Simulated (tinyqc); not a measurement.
# Metal-interlayer-semiconductor contact, depinning against tunnelling resistance: contact resistivity against the interlayer thickness

Zero bias, n-type semiconductor. Gap states at the semiconductor surface thin out as exp(-be ti), which unpins the barrier; electrons must then cross the interlayer (a rectangular barrier, no voltage drop across it) and the parabolic depleted layer, both by WKB. Energies E are counted from the Fermi level; no image force, parabolic bands.

S = 1/(1 + (1/S0 - 1) exp(-be ti)); phiB = S (phiM - chi) + (1 - S)(Eg - E0); xi = Ec - EF deep inside, from Nd = Nc F(-xi/Vt), F(x) = (2/sqrt(pi)) int_0^infinity sqrt(u) du/(1 + exp(u - x)); band bending U = phiB - xi; E00 = (hbar/2) sqrt(Nd/(eps0 eps_r mt m0)) in volts; A = 4 pi q mA m0 kB^2/h^3. With U = phiB - xi: for xi < E < phiB, y = (E - xi)/U and G1 = (U/E00) [sqrt(1 - y) - y ln((1 + sqrt(1 - y))/sqrt(y))], G1 = 0 above phiB; G2 = 2 ti sqrt(mi max(phiB + dE - E, 0)/C), C = hbar^2/(2 m0); f = 1/(1 + exp(E/Vt)); 1/rho_c = (A T^2/Vt^2) times the integral of exp(-G1 - G2) f over E from xi upwards. Shares under 0.001 % are printed as 0; rows without band bending are left out.

Values chosen for this exercise; semiconductor values close to those of gallium arsenide; interlayer mass of the order of that in titanium dioxide, offset chosen freely: temperature T = 300 K; band gap Eg = 1.45 eV; relative permittivity eps_r = 12.8; electron affinity chi = 3.95 eV; conduction-band density of states at T Nc = 4.4e17 cm^-3; tunnelling mass in the semiconductor mt = 0.0656 m0; Richardson mass mA = 0.0659 m0; donor density Nd = 9e17 cm^-3; charge-neutrality level above the valence band E0 = 0.49 eV; pinning factor without interlayer S0 = 0.1; metal work function phiM = 4.12 eV; conduction-band offset of the interlayer above the semiconductor dE = 0.07 eV; tunnelling mass in the interlayer mi = 0.3 m0; decay constant of gap states through the interlayer be = 2.2 1/nm.

Constants: q = 1.602176634e-19 C, kB = 1.380649e-23 J/K, eps0 = 8.8541878128e-12 F/m, hbar = 1.054571817e-34 J s, h = 6.62607015e-34 J s, m0 = 9.1093837015e-31 kg, Vt = kB T/q, hbar^2/(2 m0) = 0.0380998212 eV nm^2. Results are converted to the units shown.

The same in every row: E00/Vt = 0.744.

Results:

| ti (nm) | S | phiB (eV) | rho_c (ohm cm^2) | rho_c with G2 = 0 (ohm cm^2) | peak of the integrand (eV) | share above phiB (%) |
|---|---|---|---|---|---|---|
| 0 | 0.100 | 0.881 | 9.72e3 | 9.72e3 | 0.515 | 0.0424 |
| 0.4 | 0.211 | 0.793 | 2.27e3 | 570 | 0.485 | 0.192 |
| 1.2 | 0.609 | 0.479 | 0.650 | 0.0242 | 0.328 | 4.78 |
| 1.6 | 0.790 | 0.336 | 0.0116 | 2.67e-4 | 0.250 | 15.5 |
| 2 | 0.900 | 0.249 | 0.00109 | 1.77e-5 | 0.202 | 32.9 |
| 2.4 | 0.956 | 0.205 | 3.88e-4 | 4.70e-6 | 0.275 | 51.8 |
| 2.8 | 0.981 | 0.185 | 2.80e-4 | 2.61e-6 | 0.255 | 68.4 |
| 3.2 | 0.992 | 0.176 | 2.70e-4 | 2.03e-6 | 0.246 | 80.8 |

Estimate the missing row, ti = 0.8 nm.

Computed row:

| ti (nm) | S | phiB (eV) | rho_c (ohm cm^2) | rho_c with G2 = 0 (ohm cm^2) | peak of the integrand (eV) | share above phiB (%) |
|---|---|---|---|---|---|---|
| 0.8 | 0.392 | 0.650 | 70.6 | 5.73 | 0.418 | 1.00 |

With this row back in the table: As ti goes from 0 to 3.2, phiB falls from 0.881 to 0.176 eV and rho_c falls from 9720 to 2.70e-4 ohm cm^2. The ratio of rho_c to its value with G2 = 0 runs from 1.00 to 133.

tinyqc, about 0.04 s, one thread, Intel Xeon 2.30GHz (shared host): `OMP_NUM_THREADS=1 python tinyqc.py 2270153 2270154 out.jsonl`
